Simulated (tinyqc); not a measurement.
Comparisons within one model: three-band tight binding of a dichalcogenide monolayer. A value that a table varies takes the place of the one given here.

Basis dz2, dxy, dx2-y2 on a triangular lattice, nearest neighbours; alpha = kx a/2, beta = sqrt3 ky a/2. h0 = e1 + 2 t0 (cos 2alpha + 2 cos alpha cos beta); h1 = -2 sqrt3 t2 sin alpha sin beta + 2i t1 (sin 2alpha + sin alpha cos beta); h2 = 2 t2 (cos 2alpha - cos alpha cos beta) + 2i sqrt3 t1 cos alpha sin beta; h11 = e2 + 2 t11 cos 2alpha + (t11 + 3 t22) cos alpha cos beta; h22 = e2 + 2 t22 cos 2alpha + (3 t11 + t22) cos alpha cos beta; h12 = sqrt3 (t22 - t11) sin alpha sin beta + 4i t12 sin alpha (cos alpha - cos beta) + i lam sz. H = [[h0, h1, h2], [., h11, h12], [., ., h22]], Hermitian; the lowest band of each spin is filled. K = (4 pi/3a, 0), M = (pi/a, pi/(sqrt3 a)).

Constants: hbar^2/2m0 = 3.80998211 eV angstrom^2.

Parameters, chosen for this exercise (near a published set for monolayer WSe2; shifted at random, so the results belong to these values and not to a real crystal): a = 3.317 angstrom (lattice constant); e1 = 0.952 eV (level of dz2); e2 = 2.184 eV (level of dxy and dx2-y2); t0 = -0.205 eV (hopping); t1 = 0.455 eV (hopping); t2 = 0.486 eV (hopping); t11 = 0.264 eV (hopping); t12 = 0.327 eV (hopping); t22 = 0.034 eV (hopping); lam = 0.229 eV (spin-orbit constant).

## Three bands against the two-band Dirac model at K

Masses from central differences along kx with step 0.002 1/angstrom, c = hbar^2/2m0; Berry curvature of the valence band from a counter-clockwise plaquette of side 0.001 1/angstrom, Omega = -arg(product of overlaps)/area. Two-band model: coupling A = (3 a/(2 sqrt2))(t1 + sqrt3 t2) between valence and conduction states, mass c G/A^2 for both, Omega_v = 2 A^2/G^2. sz = 0 drops the spin-orbit term.

At K:
```
sz  G (eV)  m_c (m0)  m_v (m0)  two-band mass  Omega_v (angstrom^2)  two-band Omega
1   1.3001     0.289     0.365          0.238                24.400          24.628
0   1.5291     0.349     0.476          0.280                17.633          17.804
-1  1.7581     0.411     0.615          0.322                13.336          13.468
```

A = 4.5623 eV angstrom

Without spin-orbit coupling the electron mass is 0.349 and the hole mass 0.476, against 0.280 for both in the two-band model: the third band and the curvature of the diagonal terms break the symmetry. The Berry curvature is -1.0 % from the two-band value. The smaller gap (sz = +1) has the larger curvature, by a factor 1.83.

## All hoppings scaled

The six hoppings are multiplied by f; e1, e2 and lam stay (real strain also moves e1 and e2, so this is no model of it). Closed forms: Ev(K) = e2 - (3/2)(t11 + t22) - 3 sqrt3 t12 + lam, Ec(K) = e1 - 3 t0, Ev(Gamma) = e1 + 6 t0.

Gaps (eV):
```
f     direct gap at K  Ev(K) - Ev(Gamma)  Ec(K) - top of valence band
0.85           0.8860             0.6823                       0.8860
0.90           1.0240             0.6365                       1.0240
0.94           1.1345             0.5998                       1.1345
0.97           1.2173             0.5723                       1.2173
1.00           1.3001             0.5449                       1.3001
1.03           1.3830             0.5174                       1.3830
1.06           1.4658             0.4899                       1.4658
1.10           1.5763             0.4532                       1.5763
```

The direct gap changes by +27.6 meV for each per cent of f. The top of the valence band stays at K over the range.

## What each parameter does

Spin up: gap at K, Ev(K) - Ev(Gamma), and masses at K by central differences along kx with step 0.002 1/angstrom, c = hbar^2/2m0. Each row changes one parameter from the base and keeps the others.

Results:
```
case            gap at K (eV)  K - Gamma (eV)  m_c (m0)  m_v (m0)
base                   1.3001          0.5449     0.289     0.365
t11 = 0.294 eV         1.3451          0.4999     0.302     0.386
t1 = 0.485 eV          1.3001          0.5449     0.270     0.341
lam = 0.259 eV         1.2701          0.5749     0.281     0.352
e2 = 2.214 eV          1.2701          0.5749     0.280     0.352
t12 = 0.357 eV         1.4560          0.3890     0.329     0.461
e1 = 0.982 eV          1.3301          0.5149     0.298     0.378
```

The largest shifts from the base row, up to three for each result and ties (the steps differ in size, so this ranks the rows, not the parameters). gap at K (eV): t12 +0.1559, t11 +0.0450, lam -0.0300, e2 -0.0300, e1 +0.0300; unchanged at the printed digits by t1. K - Gamma (eV): t12 -0.1559, t11 -0.0450, lam +0.0300, e1 -0.0300, e2 +0.0300; unchanged at the printed digits by t1. m_c (m0): t12 +0.040, t1 -0.019, t11 +0.013. m_v (m0): t12 +0.096, t1 -0.024, t11 +0.021. t1 couples dz2 to the other orbitals and vanishes at K and Gamma, so only the masses feel it.

Program tinyqc; command `OMP_NUM_THREADS=1 python tinyqc.py 1451447 1451448 out.jsonl`; about 0.01 s on one thread of a shared Intel(R) Xeon(R) Processor @ 2.30GHz.
